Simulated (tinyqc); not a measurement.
What each parameter does: strained quantum well: band edges, subbands and transparency.

Growth on (001), barriers unstrained: tr(e) = e (2 - nu2), Z = b e (1 + nu2); Ec = Ev + Eg + ac tr(e), E_HH = Ev + av tr(e) + Z, E_LH = Ev + av tr(e) - Z (coupling to the split-off band left out).

Masses along z: me, 1/(g1 - 2 g2) for HH, 1/(g1 + 2 g2) for LH, likewise in the barrier; in the plane me, 1/(g1 + g2) for HH and 1/(g1 - g2) for LH (no mixing, which understates the hole masses away from k = 0). Level n solves k L + 2 atan[(k/m)/(kappa/mb)] = n pi, k = sqrt(m E/c), kappa = sqrt(mb (V - E)/c), c = hbar^2/2m0.

Transparency (Bernard-Duraffourg): Fc - Fv equals the lowest transition energy with n = p, n = sum m/(2 pi c) kB T ln(1 + exp((Fc - E)/kB T)) and p likewise over the listed subbands; c = hbar^2/2m0, 1/angstrom^2 = 1e16/cm^2.

Constants: hbar^2/2m0 = 3.80998211 eV angstrom^2; kB = 8.617333262e-05 eV/K; hc = 1239.841984 eV nm.

Values chosen for the exercise (near those of an InGaAs/InP well; not measured data): e = 0.0095 (strain in the plane); nu2 = 0.977 (2 C12/C11); Eg = 0.872 eV (unstrained gap of the well); Ev = -0.625 eV (its valence edge); ac = -6.33 eV; av = 1.1 eV (Ev moves by av tr(e)); b = -1.92 eV (shear potential); Egb = 1.351 eV (gap of the barrier); Evb = -0.94 eV (its valence edge); L = 92 angstrom (well width); me = 0.0484 m0 (electron mass); g1 = 12.19 (gamma1); g2 = 4.64 (gamma2); meb = 0.08 m0; g1b = 5.08; g2b = 1.6; T = 350 K (temperature).

Edge wavelength, hh1 - lh1 and n_tr. Each row changes one parameter from the base and keeps the others.

Results:

| case | wavelength (nm) | hh1 - lh1 (meV) | n_tr (1e12/cm^2) |
|---|---|---|---|
| base | 1466.4 | -39.6 | 0.748 |
| L = 84 angstrom | 1448.5 | -35.7 | 0.744 |
| e = 0.0075 | 1429.8 | -24.8 | 0.779 |
| Eg = 0.852 eV | 1499.8 | -39.6 | 0.746 |
| b = -2.21 eV | 1475.5 | -50.3 | 0.732 |
| ac = -5.7 eV | 1456.5 | -39.6 | 0.748 |
| me = 0.0532 m0 | 1468.9 | -39.6 | 0.794 |
| g1 = 12.92 | 1465.4 | -40.6 | 0.717 |
| T = 390 K | 1466.4 | -39.6 | 0.855 |

The largest shifts from the base row, up to three for each result and ties (the steps differ in size, so this ranks the rows, not the parameters). wavelength (nm): e -36.6, Eg +33.4, L -17.9; unchanged at the printed digits by T. hh1 - lh1 (meV): e +14.8, b -10.7, L +3.9; unchanged at the printed digits by Eg, ac, me and T. n_tr (1e12/cm^2): T +0.107, me +0.046, e +0.031, g1 -0.031; unchanged at the printed digits by ac.

tinyqc: `OMP_NUM_THREADS=1 python tinyqc.py 1250547 1250548 out.jsonl`; about 0.01 s, one thread, shared Intel(R) Xeon(R) Processor @ 2.30GHz.
